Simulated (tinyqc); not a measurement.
# Quantum point contact as a saddle point with Zeeman splitting, step by step

tinyqc, about 0.07 s, one thread, Intel Xeon 2.30GHz (shared host): `OMP_NUM_THREADS=1 python tinyqc.py 2740036 2740037 out.jsonl` Printed values are rounded.

Potential V0 - m wx^2 x^2/2 + m wy^2 y^2/2; energies are counted from V0. Mode n = 0, 1, ... transmits T_n(E) = 1/(1 + exp(-2 pi (E - E_n)/wx)), E_n = wy (n + 1/2) +/- Ez/2 for the two spins, Ez = gs muB B, muB = q hbar/(2 m0); each spin carries q^2/h.

Parameters, values chosen for the exercise:
- T = 2.5 K (temperature)
- wy = 1.9 meV (transverse quantum hbar wy)
- wx = 1.5 meV (curvature of the barrier hbar wx)
- mu = 6.55 meV (Fermi level above the saddle point)
- gs = 2.4 (size of the g factor)
- B = 8 T (in-plane magnetic field)
- nE = 11 (points of the energy grid)
- xm = 7 (half-range of the grid in kB T)

Constants: q = 1.602176634e-19 C, kB = 1.380649e-23 J/K, hbar = 1.054571817e-34 J s, h = 6.62607015e-34 J s, m0 = 9.1093837015e-31 kg, Vt = kB T/q. Results are converted to the units shown.

Range of the model: Orbital effects of the in-plane field and interactions (such as the 0.7 feature) are left out.

## Transmissions at the Fermi level

At zero temperature g = G/(2 q^2/h) = (1/2) sum T_n(mu); Fano factor sum T_n (1 - T_n)/sum T_n. Modes beyond those listed are in the sums but add less than 1e-4 to g.

```
mode,E_n (meV),T_n
0-,0.39432,1.00000
1-,2.29432,1.00000
2-,4.19432,0.99995
3-,6.09432,0.87088
4-,7.99432,0.00235
0+,1.50568,1.00000
1+,3.40568,1.00000
2+,5.30568,0.99458
3+,7.20568,0.06028
4+,9.10568,0.00002
```

g = 3.4640
G = 268.40 uS
Fano factor = 0.02554

## Thermal average on a coarse grid

g(T) = int g(E) (-df/dE) dE = int g(mu + x kB T) dx/(4 cosh^2(x/2)), g(E) the zero-temperature value at E, g = G/(2 q^2/h). Simpson's rule on nE equally spaced x from -xm to xm.

```
point,x,E (meV),g(E),weight
0,-7.00000,5.04197,2.61603,0.000910
1,-5.60000,5.34357,2.78648,0.003671
2,-4.20000,5.64518,2.96851,0.014556
3,-2.80000,5.94679,3.14551,0.054038
4,-1.40000,6.24839,3.32768,0.158685
5,0.00000,6.55000,3.46403,0.250000
6,1.40000,6.85161,3.57576,0.158685
7,2.80000,7.15321,3.73104,0.054038
8,4.20000,7.45482,3.91580,0.014556
9,5.60000,7.75643,4.09087,0.003671
10,7.00000,8.05803,4.27570,0.000910
```

integral of the weight = 1.00634
g(T) = 3.47621
g(T) divided by the integral of the weight = 3.45429

A converged quadrature gives 3.4535; this grid is 0.66 % above that, and its weight integrates to 1.006 in place of 1.
